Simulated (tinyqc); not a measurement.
Inside a calculation. Method: inverse iteration on a symmetric matrix. Computed by tinyqc, a small Python program that keeps every step. Settings: method = inverse, shift = 1.55. Command: `OMP_NUM_THREADS=1 python tinyqc.py 28830 28831 out.jsonl` (the two numbers bound the seeds that draw the settings). One thread of a shared host (Intel(R) Xeon(R) Processor @ 2.60GHz), about 0.01 s of CPU time with the checks.

## Step 1

A:
$$\begin{pmatrix}
2.14300 & -0.60100 & -0.48000 & -0.46000 \\
-0.60100 & 2.26500 & -1.02400 & -0.99700 \\
-0.48000 & -1.02400 & 3.08800 & -1.05000 \\
-0.46000 & -0.99700 & -1.05000 & 3.13400
\end{pmatrix}$$

vector v at the start: [0.50000, 0.50000, 0.50000, 0.50000]

shift = 1.55000

solve (A - shift) w = v; v' = w/|w| with its largest component positive (the first on a tie); lambda = v'^T A v'.

vector after step 1: [0.34975, 0.68717, 0.45904, 0.44132]

Rayleigh quotient after step 1 = 0.33160

## Step 2

As before.

vector after step 2: [0.53567, 0.54110, 0.46301, 0.45374]

Rayleigh quotient after step 2 = 0.33137

## Course of the iteration

Stop when the residual |A v - lambda v| is below 1e-9.

Steps:
```
step     lambda  residual
1     0.3315962  3.13e-01
2     0.3313656  2.95e-01
3     0.3420417  3.26e-01
4     0.3618157  3.85e-01
5     0.3921331  4.60e-01
6     0.4363585  5.49e-01
7     0.4992602  6.51e-01
8     0.5865357  7.61e-01
9     0.7038733  8.75e-01
10    0.8552190  9.82e-01
11    1.0403498  1.07e+00
12    1.2526760  1.13e+00
13    1.4789241  1.14e+00
14    1.7018755  1.11e+00
15    1.9052774  1.04e+00
16    2.0782012  9.43e-01
17    2.2166106  8.33e-01
18    2.3221439  7.19e-01
19    2.3996694  6.12e-01
20    2.4550761  5.14e-01
21    2.4939015  4.29e-01
22    2.5207334  3.55e-01
23    2.5390995  2.93e-01
24    2.5515884  2.42e-01
25    2.5600429  1.99e-01
26    2.5657489  1.63e-01
27    2.5695921  1.34e-01
28    2.5721770  1.10e-01
29    2.5739140  8.99e-02
30    2.5750805  7.37e-02
```

all eigenvalues, for comparison: [0.29541, 2.57746, 3.59584, 4.16129]

Not converged in 30 steps: the residual falls only by the ratio of the two smallest distances of eigenvalues from the shift, 0.82 a step.
